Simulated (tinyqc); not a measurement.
Inside a calculation. Model: input admittance of a MOSFET at zero drain bias: distributed channel and distributed gate.

Computed by the program tinyqc: `OMP_NUM_THREADS=1 python tinyqc.py 2262036 2262037 out.jsonl`, one thread of a shared Intel Xeon 2.30GHz, about 0.01 s for the whole run. Printed values are rounded.

Source and drain grounded, strong inversion, w = 2 pi f, Cox = eps0 eox/tox. The channel is an RC line of resistance 1/(mu Cox Vo) per square fed from both ends, so one finger has the intrinsic admittance y = i w Cox L tanh(g)/g per width, g = (1/2) sqrt(i w tau), tau = L^2/(mu Vo). The vertical resistance rv/L is in series with y, the overlaps 2 i w Cov in parallel: y_t = 1/(1/y + rv/L) + 2 i w Cov. The gate strip is a line of Rsh/L per length loaded by y_t, so a finger has Y = y_t Wf tanh(k)/k, k = (Wf/sd) sqrt(y_t Rsh/L); the device has Nf Y.

Inputs (values chosen for the exercise); values of the order met in silicon radio-frequency transistors: relative permittivity of the gate insulator (close to silicon nitride) eox = 7.56; insulator thickness tox = 8.7 nm; channel length L = 1.1 um; finger width Wf = 7.4 um; number of fingers Nf = 64; channel mobility mu = 230 cm^2/(V s); gate overdrive Vo = 0.71 V; sheet resistance of the gate Rsh = 3.4 ohm/square; vertical resistivity of the gate stack rv = 4 ohm um^2; number of ends at which a finger is contacted sd = 1; overlap and fringe capacitance on each side Cov = 0.17 fF/um; frequency f = 4.6 GHz.

Constants: eps0 = 8.8541878128e-14 F/cm where lengths are in cm. Results are converted to the units shown.

## Low-frequency resistances and capacitance

Low-frequency limits, with c = Cox L and ct = c + 2 Cov: R_strip = Rsh Wf/(3 sd^2 L Nf), R_ch = (c/ct)^2 L/(12 mu Cox Vo Wf Nf), R_vert = (c/ct)^2 rv/(L Wf Nf), C = ct Wf Nf.

parts (ohm): strip 0.119129, channel 1.42381, vertical 0.00709650
sum = 1.55003 ohm
C = 4169.28 fF
1/(2 pi R C) = 24.6274 GHz

The channel term is the largest, 91.9 % of the sum.

## Admittance of the channel and stack per width

tau, g, c = Cox L, y and y_t as defined.

tau = 74.0968 ps
g = 0.517396+0.517396i
c = 8.46338 fF/um
y = 41.720+235.685i uS/um
y_t = 41.916+245.440i uS/um

w tau = 2.14, and Im y is 0.963 of w c.

## Input impedance of the device

k and Y as defined; Z = 1/(Nf Y) = R + 1/(i w C); Q = |Im Z|/R; signal at the point farthest from a contact |1/cosh k|.

k = 0.156906+0.132381i
Nf Y = 21.400+115.667i mS
R = 1.54662 ohm
C = 4138.92 fF
Q = 5.40494
signal at the far point = 0.996321

R is 0.22 % below its low-frequency limit and C is 0.73 % below its own.
